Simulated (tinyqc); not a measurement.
Isotherms: adsorption as a lattice gas: isotherms with interactions, competition, desorption peaks and saturation dose. Computed by tinyqc, a small Python program. Command: `OMP_NUM_THREADS=1 python tinyqc.py 3028325 3028326 out.jsonl adsorb walk`. One thread of a shared host (Intel(R) Xeon(R) Processor @ 2.30GHz), about 0.2 s of CPU time with the checks.

One adsorbate per site; a molecule needs 2 empty sites. Gas and surface have the same temperature.

Inputs (values chosen for the exercise, for a model surface):
```
quantity,value,unit
desorption energy E,2.15,eV
prefactor nu,1.5e+12,1/s
pair energy w (positive repels),0.026,eV
neighbours z,3,-
site density N_s,5,1/nm^2
molecular mass M,123,u
sticking coefficient s0,0.0011,-
temperature T,969,K
pressure p,0.19,Pa
"blocking by a second gas, K_B p_B",9.3,-
```

Adsorption: dissociative (second order).

Constants: u = 1.6605390666e-27 kg; k_B = 1.380649e-23 J/K; k_B = 8.617333262e-05 eV/K.

Method. Flux F = p/sqrt(2 pi M k_B T); k_d = nu exp(-E/(k_B T)); 2 s0 F (1 - theta)^2 = N_s k_d theta^2, so y = sqrt(2 s0 F/(N_s k_d)), theta = y/(1 + y). With a second gas on the same sites theta = y/(1 + y + K_B p_B). With u = w/(k_B T). Mean field: theta/(1 - theta) = y exp(-z u theta). Quasi-chemical: theta/(1 - theta) = y [(r - 1 + 2 theta)(1 - theta)/((r + 1 - 2 theta) theta)]^(-z/2) exp(-z u/2), r = sqrt(1 - 4 theta (1 - theta)(1 - exp(-u))).

u = 0.311370

Coverage; the first column is ln y - z u/2:
```
ln y - z u/2,no interaction,mean field,quasi-chemical
-5.0,0.01063,0.01053,0.01055
-3.0,0.07358,0.06929,0.06975
-2.0,0.17756,0.15713,0.15866
-1.0,0.36983,0.30602,0.30819
-0.5,0.49176,0.39978,0.40120
0.0,0.61469,0.50000,0.50000
0.5,0.72453,0.60022,0.59880
1.0,0.81261,0.69398,0.69181
2.0,0.92180,0.84287,0.84134
3.0,0.96974,0.93071,0.93025
5.0,0.99579,0.98947,0.98945
```

At half coverage the slope d theta/d ln y is 1/4 without interaction, 1/(4 + z u) = 0.203 in mean field and 0.200 in the pair theory, 1/[4 + 2 z (exp(u/2) - 1)]. Repulsion spreads the filling over a wider range of pressure; the two theories differ by at most 0.0022 in these rows.
